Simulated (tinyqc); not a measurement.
X-ray reflectivity of a thin film on silicon: critical angles, Parratt recursion, fringes and roughness: one step, computed by the program tinyqc.

n = 1 - delta + i beta; the classical electron radius is r_e = 2.8179403e-6 nm. Layer 0 is vacuum, 1 the film, 2 the substrate.

Question. Fringe period, contrast and decay. Far above the critical angle the period is d theta = lambda/(2 d), or 2 pi/d in q; the envelope runs between (|r_01| - |r_12 p|)^2 and (|r_01| + |r_12 p|)^2; contrast = 2 a b/(a^2 + b^2) with a = |r_01|, b = |r_12 p|; roughness factors on the amplitudes are about exp(-q^2 sigma^2/2).

Inputs (values chosen for the exercise, modelled on Si3N4 on silicon, copper K-alpha radiation): wavelength lambda = 0.15406 nm; film thickness d = 21.8 nm; roughness of the surface sigma_1 = 0.33 nm; roughness of the interface sigma_2 = 0.48 nm.

1000 r_01 = 11.27779-0.18583i

1000 r_12 = -2.262707-0.014866i

p = -0.9131194+0.3709307i

q = 4 pi sin(theta)/lambda = 1.608598 1/nm

Give: period in theta; period in q; contrast; roughness factor, surface; roughness factor, interface.

Answer.

period in theta = 0.2025 degrees

period in q = 0.2882 1/nm

contrast = 0.3806

roughness factor, surface = 0.8686

roughness factor, interface = 0.7422
